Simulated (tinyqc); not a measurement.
Effect of the liquid interaction: binary melting diagram from solution models of liquid and solid. Computed by tinyqc, a small Python program. Command: `OMP_NUM_THREADS=1 python tinyqc.py 3020679 3020680 out.jsonl melt walk`. One thread of a shared host (Intel(R) Xeon(R) Processor @ 2.30GHz), about 0.01 s of CPU time with the checks.

x is the fraction of B. In a phase with interaction L: mu_A = G_A + R T ln(1 - x) + L x^2, mu_B = G_B + R T ln x + L (1 - x)^2. Melting: G(liquid) - G(solid) = H (1 - T/T_m) for each pure component.

Inputs (values chosen for the exercise, for a model alloy):
```
quantity             value    unit
melting point T_A     1610       K
melting point T_B      765       K
heat of melting H_A   35.4  kJ/mol
heat of melting H_B   8.87  kJ/mol
```

Diagram: eutectic with pure solids.

Constants: R = 8.314462618 J/(mol K).

Method. Liquid against pure solid A: T = (H_A + L_L x^2)/(H_A/T_A - R ln(1 - x)); against pure solid B: T = (H_B + L_L (1 - x)^2)/(H_B/T_B - R ln x). The crossing is found anew for each L_L.

Eutectic point:
```
L_L (kJ/mol)      x_E  T_E (K)
-11.0         0.87594   685.31
-7.1          0.90628   709.55
-3.5          0.93307   727.51
-1.8          0.94442   734.41
0.0           0.95514   740.62
2.0           0.96529   746.30
4.0           0.97358   750.82
```

What does the comparison show, and why?

T_E rises from 685 to 751 K, 4.4 K per kJ/mol on average: attraction in the liquid stabilises it and deepens the eutectic. As attraction grows x_E moves from 0.974 to 0.876, towards 1/2, where mixing gains most.

Extremes, crossings and ranges named in words are read from the listed rows.
